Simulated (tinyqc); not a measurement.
Nanowire ballistic transistor, top-of-the-barrier model: two steps of the calculation.

At the top of the source barrier, states moving towards the drain are filled by the source (Fermi level 0) and states moving back by the drain (Fermi level -q Vd); nothing scatters. U is the shift of the band edge there, set by the capacitances CG, CD and CS (the total) and by the charge. Parabolic one-dimensional subband; the source is grounded.

Parameters, values chosen for the exercise; mass and valleys close to those of a monolayer dichalcogenide: temperature T = 300 K; effective mass m = 0.481 m0; valley degeneracy gv = 2; relative permittivity of the gate insulator eox = 7.5; insulator thickness tox = 1.7 nm; wire diameter d = 6 nm; gate control CG/CS aG = 0.83; drain control CD/CS aD = 0.102; band edge at the barrier top above the source Fermi level at zero bias E0 = 0.33 eV; gate voltage Vg = 0.6 V; drain voltage Vd = 0.05 V.

Constants: q = 1.602176634e-19 C, kB = 1.380649e-23 J/K, hbar = 1.054571817e-34 J s, m0 = 9.1093837015e-31 kg, Vt = kB T/q, eps0 = 8.8541878128e-14 F/cm where lengths are in cm. Results are converted to the units shown.

Task 1. Density of states, capacitances and charge at zero bias. N0 = gv sqrt(2 m kB T/pi)/hbar, CG = 2 pi eps0 eox/ln(1 + 2 tox/d), CS = CG/aG, n0 = n at U = 0 and Vd = 0. eta1 = -(E0 + U)/Vt, eta2 = eta1 - Vd/Vt, n = (N0/2)[F_(-1/2)(eta1) + F_(-1/2)(eta2)], F_(-1/2)(x) = (1/sqrt(pi)) int_0^infinity u^(-1/2)/(1 + exp(u - x)) du. UL = -(aG Vg + aD Vd).

Wanted: N0; CG; CS; n0; UL.

Result 1.

N0 = 6.4463e6 cm^-1
CG = 9.2938 pF/cm
CS = 11.197 pF/cm
n0 = 18.431 cm^-1
UL = -0.50310 eV

Task 2. Self-consistent potential at the barrier top. U(out) = UL + q (n - n0)/CS. U(new) = U + 0.2 (U(out) - U).

U after iteration 1 = -0.45423822 eV
N0 = 6.4463399e6 cm^-1
CS = 11.197307 pF/cm
n0 = 18.431315 cm^-1
UL = -0.5031 eV

Give: eta1; eta2; n; U(out); U after iteration 2.

Result 2.

eta1 = 4.8057
eta2 = 2.8717
n = 1.3624e7 cm^-1
U(out) = -0.30816 eV
U after iteration 2 = -0.42502 eV

Numbers from tinyqc (`OMP_NUM_THREADS=1 python tinyqc.py 2400144 2400145 out.jsonl`; about 0.06 s on one thread of a shared Intel Xeon 2.30GHz).
